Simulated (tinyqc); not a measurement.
Cluster expansion of a binary alloy: correlations, fit, cross-validation and ground states. Inputs raised by 2 %, one at a time. Computed by tinyqc, a small Python program. Command: `OMP_NUM_THREADS=1 python tinyqc.py 3012241 3012242 out.jsonl clex sens`. One thread of a shared host (Intel(R) Xeon(R) Processor @ 2.30GHz), about 0.05 s of CPU time with the checks.

s = +1 for A and -1 for B. Energy per site E = J0 + J1 P(point) + sum over clusters of m V P, with P the mean product of spins; V > 0 on a pair favours unlike neighbours. Clusters per site m: pair 1 6, pair 2 3, pair 3 12, triplet 8; the triplet is the triangle of first neighbours. Formation energies are counted from the line between pure A and pure B, which removes J0 and J1.

Inputs (values chosen for the exercise, for a model alloy): first-pair interaction V1 = 19.6 meV; second-pair interaction V2 = 3.6 meV; third-pair interaction V3 = 0.77 meV; triplet interaction Vt = 0.43 meV; noise amplitude = 7.8 meV/site; temperature T = 1500 K; fraction x of B = 0.5.

Lattice: fcc.

correlations P, counted on periodic cells, rows A, A3B L1_2, A3B D0_22, A3B (001) layers, A2B (001) layers, AB L1_0, AB L1_1, A2B2 (001) layers, AB2 (001) layers, AB3 L1_2, AB3 D0_22, AB3 (001) layers, B, columns point, pair 1, pair 2, pair 3, triplet:
```
[[1.000000, 1.000000, 1.000000, 1.000000, 1.000000],
 [0.500000, 0.000000, 1.000000, 0.000000, -0.500000],
 [0.500000, 0.000000, 0.666667, 0.333333, -0.500000],
 [0.500000, 0.333333, 0.666667, 0.000000, 0.500000],
 [0.333333, 0.111111, 0.555556, -0.333333, 0.333333],
 [0.000000, -0.333333, 1.000000, -0.333333, 0.000000],
 [0.000000, 0.000000, -1.000000, 0.000000, 0.000000],
 [0.000000, 0.333333, 0.333333, -0.333333, 0.000000],
 [-0.333333, 0.111111, 0.555556, -0.333333, -0.333333],
 [-0.500000, 0.000000, 1.000000, 0.000000, 0.500000],
 [-0.500000, 0.000000, 0.666667, 0.333333, 0.500000],
 [-0.500000, 0.333333, 0.666667, 0.000000, -0.500000],
 [-1.000000, 1.000000, 1.000000, 1.000000, -1.000000]]
```

standard normal numbers for the noise (0 for the pure ends): A 0.000, A3B L1_2 0.486, A3B D0_22 -0.670, A3B (001) layers -0.679, A2B (001) layers 0.286, AB L1_0 -0.084, AB L1_1 0.382, A2B2 (001) layers 1.963, AB2 (001) layers -0.376, AB3 L1_2 0.731, AB3 D0_22 -1.151, AB3 (001) layers -0.472, B 0.000

Constants: k_B = 8.617333262e-05 eV/K.

Method:
- Design matrix of formation energies: m (P - 1) for pairs and m (P(triplet) - P(point)) for the triplet; x = (1 - P(point))/2.
- Exact: X V with V = (V1, V2, V3, Vt). The data to fit add the noise amplitude times the normal numbers, standing for what the clusters leave out.
- Leave out pair 3: A = X^T X and b = X^T E (E being the data with noise) over these three columns; solve A V = b. The root-mean-square error runs over the structures between the pure ends.
- For each set, H = X (X^T X)^-1 X^T over the structures between the ends; residual e = E - H E; leave-one-out error e_i/(1 - H_ii); both as root mean squares.
- Random alloy: P(pair) = p^2, P(triplet) = p^3, p = 1 - 2x, so H_mix = (p^2 - 1) sum m V(pairs) + (p^3 - p) m Vt; G_mix = H_mix + k_B T [x ln x + (1 - x) ln(1 - x)]. To first order in 1/T the Warren-Cowley parameter of shell 1 is alpha_1 = -(1 - p^2) V_eff/(k_B T), V_eff = V1 + (number of triplets on a first-neighbour bond) p Vt, that number being 4.

Runs; columns: (1) input moved; (2) from; (3) to; (4) mixing enthalpy H_mix (meV/site); (5) alpha_1; (6) root-mean-square error of the three-cluster fit (meV/site); (7) leave-one-out error without pair 3 (meV/site):
```
(1)                                (2)     (3)      (4)       (5)     (6)     (7)
base run                             -       -  -137.64  -0.15163  5.5196  7.8206
first-pair interaction V1 (meV)   19.6  19.992  -139.99  -0.15467  5.5196  7.8206
second-pair interaction V2 (meV)   3.6   3.672  -137.86  -0.15163  5.5196  7.8206
third-pair interaction V3 (meV)   0.77  0.7854  -137.82  -0.15163  5.5194  7.8528
triplet interaction Vt (meV)      0.43  0.4386  -137.64  -0.15163  5.5196  7.8206
noise amplitude (meV/site)         7.8   7.956  -137.64  -0.15163  5.6309  7.9463
fraction x of B                    0.5    0.51  -137.52  -0.15131  5.5196  7.8206
temperature T (K)                 1500    1530  -137.64  -0.14866  5.5196  7.8206
```

Exponents ln(y'/y) / ln(x'/x); columns: (1) input; (2) mixing enthalpy H_mix; (3) alpha_1; (4) root-mean-square error of the three-cluster fit; (5) leave-one-out error without pair 3:
```
(1)                            (2)     (3)     (4)    (5)
first-pair interaction V1    0.856   1.000   0.000  0.000
second-pair interaction V2   0.079   0.000   0.000  0.000
third-pair interaction V3    0.068   0.000  -0.002  0.208
triplet interaction Vt       0.000   0.000   0.000  0.000
noise amplitude              0.000   0.000   1.007  0.805
fraction x of B             -0.045  -0.109   0.000  0.000
temperature T                0.000  -1.000   0.000  0.000
```

Among the inputs moved here: mixing enthalpy H_mix answers most in size to first-pair interaction V1 (exponent +0.856), next to second-pair interaction V2 (+0.079); its exponent is below 0.0005 for triplet interaction Vt, noise amplitude, temperature T. alpha_1 answers most in size to first-pair interaction V1 (exponent +1.000), and about equally to temperature T (-1.000); its exponent is below 0.0005 for second-pair interaction V2, third-pair interaction V3, triplet interaction Vt, noise amplitude. Its exponent -1.000 in temperature T: first order in 1/T. root-mean-square error of the three-cluster fit answers most in size to noise amplitude (exponent +1.007); its exponent is below 0.0005 for first-pair interaction V1, second-pair interaction V2, triplet interaction Vt, fraction x of B, temperature T. leave-one-out error without pair 3 answers most in size to noise amplitude (exponent +0.805), next to third-pair interaction V3 (+0.208); its exponent is below 0.0005 for first-pair interaction V1, second-pair interaction V2, triplet interaction Vt, fraction x of B, temperature T.

Caution (rows base run, first-pair interaction V1, second-pair interaction V2, third-pair interaction V3, triplet interaction Vt, noise amplitude, fraction x of B): so large an alpha_1 is beyond the first-order expansion.
